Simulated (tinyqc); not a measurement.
Microkinetic model of low-temperature epitaxy from hydride gases: adsorption, hydrogen desorption and rate control: one step, computed by the program tinyqc.

Each hydride molecule needs two free sites and leaves four hydrogen atoms, of which two leave at once as H2; theta is the hydrogen coverage, the site density is 6.78 per nm^2 and one layer is 1.358 angstrom thick.

Problem. Degrees of rate control. With k the hydride and k_H the hydrogen adsorption rate on free pairs and k_d the desorption rate, steady state: 2 (k + k_H)(1 - theta)^2 = k_d theta; growth rate R = k (1 - theta)^2 layers/s; 1 layer/s = 8.148 nm/min. X_i = d ln R/d ln k_i at fixed other constants. With f = 1 - theta and a = 2/f + 1/theta: d ln f/d ln k_d = 1/(a f), so X_d = 2/(a f), X_k = 1 - X_d k/(k + k_H), X_H = -X_d k_H/(k + k_H); they sum to 1.

Inputs (values chosen for the exercise, close to those used for silane on Si(001)): temperature T = 450 C.

Film: silicon. Order of hydrogen desorption: first.

hydrogen coverage theta = 0.8239666

k = 0.02907660 1/s

k_H = 0 1/s

Give: X_d (desorption); X_k (hydride adsorption); X_H (hydrogen adsorption).

Solution.

X_d (desorption) = 0.90349

X_k (hydride adsorption) = 0.096511

X_H (hydrogen adsorption) = 0
